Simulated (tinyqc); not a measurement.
Transfer between valleys with doping: electrons shared among three sets of ellipsoidal valleys.

F_j(eta) = (1/Gamma(j + 1)) integral_0^infinity x^j dx/(1 + exp(x - eta)), which tends to exp(eta) for eta << 0.

Sets Gamma, L, X: N_i = M_i times N = 2 (m kB T/(4 pi c))^(3/2) with c = hbar^2/2m0, in 1/angstrom^3; times 1e24 for 1/cm^3, m = (ml mt^2)^(1/3); n = sum_i N_i F_1/2((EF - dE_i)/kT), energies from the edge of the first set; mu_drift = sum of share times mobility.

Constants: hbar^2/2m0 = 3.80998211 eV angstrom^2; kB = 8.617333262e-05 eV/K.

Inputs chosen for the exercise (masses and offsets near those of GaAs; mobilities are free inputs, held fixed; shifted at random, so the results belong to these values and not to a real crystal): dE = (0, 0.241, 0.474) eV (edges of Gamma, L, X above the first); M = (1, 4, 3) (valleys in each set); ml = (0.067, 1.834, 1.246) m0 (longitudinal masses of Gamma, L, X); mt = (0.067, 0.0759, 0.2359) m0 (transverse masses); mu = (9000, 830, 350) cm^2/(V s) (mobility of each set); T = 600 K.

Parabolic valleys; band tails and gap narrowing are left out.

Populations:

| n (1/cm^3) | EF (eV) | share Gamma | share L | share X | mu_drift |
|---|---|---|---|---|---|
| 1.0e+16 | -0.2594 | 0.8134 | 0.1828 | 0.0039 | 7473 |
| 1.0e+17 | -0.1395 | 0.8102 | 0.1859 | 0.0039 | 7447 |
| 1.0e+18 | -0.0122 | 0.7782 | 0.2172 | 0.0046 | 7186 |
| 3.0e+18 | 0.0591 | 0.7085 | 0.2854 | 0.0061 | 6615 |
| 1.0e+19 | 0.1489 | 0.5252 | 0.4644 | 0.0104 | 5116 |
| 3.0e+19 | 0.2338 | 0.3157 | 0.6664 | 0.0179 | 3401 |
| 1.0e+20 | 0.3411 | 0.1615 | 0.7968 | 0.0418 | 2129 |

The share of Gamma goes from 0.813 to 0.161 and the mean mobility from 7473 to 2129 cm^2/(V s). Gamma and L hold equal numbers between n = 1e+19 and 3e+19 1/cm^3. Where EF lies more than about 0.2 eV up a light valley, its parabolic form fails. The share of X is at most 0.042.

tinyqc: `OMP_NUM_THREADS=1 python tinyqc.py 1651147 1651148 out.jsonl`; about 0.01 s, one thread, shared Intel(R) Xeon(R) Processor @ 2.30GHz.
